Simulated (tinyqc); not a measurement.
Worked calculation: conductance of a narrow metal strip with scatterers (square lattice, Green functions). Values are carried at full precision from step to step, so a last printed digit may differ when a step is redone from the rounded ones.

A strip of W sites across with hard walls, site energy 0 and hopping -t. Mode n = 1 to W has profile chi_n(j) = sqrt(2/(W + 1)) sin(n j pi/(W + 1)) and energy en = -2t cos(n pi/(W + 1)); E = en - 2t cos(kn a). With z_n = exp(i kn a) (Im k > 0 for closed modes, |z| < 1) each lead gives the self-energy -t z_n in mode n. One column carries the site energies v, here a notch at the edge (a site raised out of reach). In the mode basis V_nm = sum_j chi_n(j) v_j chi_m(j), G = (E - en + 2 t z_n - V)^-1, and t_nm = 2t sqrt(sin(kn a) sin(km a)) G_nm in size for open modes. T = sum |t_nm|^2, conductance (2e^2/h) T.

Constants: e^2/h = 3.874045865e-05 S.

Values chosen for the exercise (hopping and spacing of the size met in Cu or Al; the lattice is a model; shifted at random, so the results belong to these values and not to a real crystal): t = 1.89 eV (hopping); a = 2.63 angstrom (spacing); W = 3 (sites across); E = -3.52 eV (Fermi energy); v = (50, 0, 0) eV (site energies in the scattering column).

## Modes at the Fermi energy

For each n: en, cos(kn a) = (en - E)/(2t), z_n and the velocity 2 t a sin(kn a) (zero if closed).

Modes:
```
n  en (eV)  cos(k a)                 z  dE/dk (eV angstrom)
1  -2.6729   0.22411  0.22411+0.97456i               9.6885
2   0.0000   0.93122  0.93122+0.36447i               3.6233
3   2.6729   1.63832           0.34059               0.0000
```

2 of 3 modes are open, so the clean strip has a resistance of 6453 ohm, whatever its length.

## The scatterer in the mode basis

Form V_nm.

V (eV), rows n=1, n=2, n=3 and columns alike:
```
[[12.5000, 17.6777, 12.5000],
 [17.6777, 25.0000, 17.6777],
 [12.5000, 17.6777, 12.5000]]
```

A single site couples every mode that has amplitude on it.

## Green function and transmission

E - en + 2 t z_n = 2t (z_n - cos(kn a)). Invert, form |t_nm|^2 = (2t)^2 Im(z_n) Im(z_m) |G_nm|^2 and sum. The added resistance is 1/(2 (e^2/h) T) less the same for the clean strip.

G (1/eV), rows n=1, n=2, n=3 and columns alike:
```
[[-0.0069-0.2298i, -0.0259+0.1574i, 0.0313+0.0052i],
 [-0.0259+0.1574i, -0.0981-0.1305i, 0.1182+0.0195i],
 [0.0313+0.0052i, 0.1182+0.0195i, -0.2000-0.0235i]]
```

|t_nm|^2, rows n=1, n=2, n=3 and columns alike:
```
[[0.7174, 0.1292, 0],
 [0.1292, 0.0506, 0],
 [0, 0, 0]]
```

T = 1.0264
added resistance = 6121 ohm

Mode 2 passes least (0.180) and mode 1 most (0.847); 25.2 % of the transmitted flux changes mode.

## Checks

- Transmitted plus reflected flux against the number of open modes: both 2.00000.

tinyqc: `OMP_NUM_THREADS=1 python tinyqc.py 1481351 1481352 out.jsonl`; about 0.01 s, one thread, shared Intel(R) Xeon(R) Processor @ 2.30GHz.
